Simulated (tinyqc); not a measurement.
Worked calculation: delta-doped layer in the Thomas-Fermi potential. Values are carried at full precision from step to step, so a last printed digit may differ when a step is redone from the rounded ones.

All donors ionised in the plane z = 0, zero temperature, energies from the Fermi level EF of the Thomas-Fermi model, which lies at the bulk band edge; c = hbar^2/2m0, q = e^2/(4 pi eps0). Layer in a (001) plane: two valleys with m_z = ml, m_d = mt (unprimed) and four with m_z = mt, m_d = sqrt(ml mt) (primed); m3 = (ml mt^2)^(1/3), gv = 6. With n = (gv/3 pi^2)(m3 (-V)/c)^(3/2) and V'' = -(4 pi q/eps) n for z > 0, the solution is V = -b/(|z| + z0)^4 with sqrt(b) = 20/K, K = (4 pi q/eps)(gv/3 pi^2)(m3/c)^(3/2), and z0^5 = 4b/(e F0), e F0 = 2 pi q N/eps; 1e13/cm^2 = 1e-3/angstrom^2. Exchange and correlation are left out.

Constants: hbar^2/2m0 = 3.80998211 eV angstrom^2; e^2/(4 pi eps0) = 14.39964547 eV angstrom.

Values chosen for the exercise (near those of a delta-doped layer in Si; the results hold for these values, not for the real material):
- ml = 0.907 m0 (longitudinal mass)
- mt = 0.195 m0 (transverse mass)
- eps = 11.7 (dielectric constant)
- N = 2.3 x 1e13/cm^2 (donor sheet density)

## The Thomas-Fermi well

Give K, b, e F0, z0 and the depth b/z0^4.

K = 0.078264 eV^(-1/2) angstrom^-2
b = 65304 eV angstrom^4
e F0 = 0.017786 eV/angstrom
z0 = 27.13 angstrom
depth = 0.1206 eV

Half of the electrons lie within |z| < (2^(1/5) - 1) z0 = 4.0 angstrom. The mean donor spacing in the plane is 20.9 angstrom, against a Bohr radius 0.529177 eps/m3 = 19.0 angstrom: the spacing is not small against it, so the smeared sheet is a crude model.

## Profile

V = -b/(|z| + z0)^4, n and the share of electrons beyond |z|, (z0/(|z| + z0))^5, at z = 0, 0.1, 0.25, 0.5, 1 and 2 times z0; n = (eps/(4 pi q)) 20 b/(|z| + z0)^6, q = e^2/(4 pi eps0), 1/angstrom^3 = 1e24/cm^3.

Profile:
```
z (angstrom)   V (eV)  n (1e19/cm^3)  share beyond
0.0           -0.1206           21.2         1.000
2.7           -0.0824           12.0         0.621
6.8           -0.0494           5.56         0.328
13.6          -0.0238           1.86         0.132
27.1          -0.0075          0.331         0.031
54.3          -0.0015         0.0291         0.004
```

## Subbands

Subbands solve -(c/m_z) psi'' + V psi = E psi on 1280 points of spacing z0/80; up to ten levels for each group, kept if bound with an rms width below 2.5 z0.

List the bound levels with their rms width.

Subbands:
```
label  valleys g  m_d (m0)   E (eV)  rms z (angstrom)
0              2    0.1950  -0.0464               9.0
0'             4    0.4206  -0.0245              22.3
1              2    0.1950  -0.0026              44.3
```

The lowest level lies 62 % of the way up the well, and 0' follows 22 meV higher.

## Filling the subbands

At zero temperature n_i = g m_d (mu - E_i)/(2 pi c) for E_i < mu, c = hbar^2/2m0; find mu from sum n_i = N (1e13/cm^2 = 1e-3/angstrom^2).

mu = -0.0022 eV

n_i in the order of the list (1e13/cm^2): [0.721, 1.573, 0.007]

3 subbands filled in part, the lowest with 31 % of the electrons. The potential was built for a Fermi level at 0; filling its quantised levels puts mu 1.8 % of the depth below that, which shows how nearly the two pictures agree. The fullest is 0', with 68 %.

## Estimate from a V-shaped well

Near z = 0 the well is -depth + e F0 |z|, whose levels are a (c (e F0)^2/m_z)^(1/3) with a = 1.018793 (even) and 2.338107 (odd); c = hbar^2/2m0, m_z = ml, for the unprimed levels.

levels 0 and 1 (eV): [-0.0086, 0.1364]

Level 0 comes out 38 meV too high, since screening flattens the true well away from the plane, and level 1 lands above the rim at 0.

## Checks

- Integral of the Thomas-Fermi density against N, 1e13/cm^2: both 2.300.
- Lowest level on a finer grid (z0/200), eV: both -0.046.

Program tinyqc; command `OMP_NUM_THREADS=1 python tinyqc.py 1281534 1281535 out.jsonl`; about 0.3 s on one thread of a shared Intel(R) Xeon(R) Processor @ 2.30GHz.
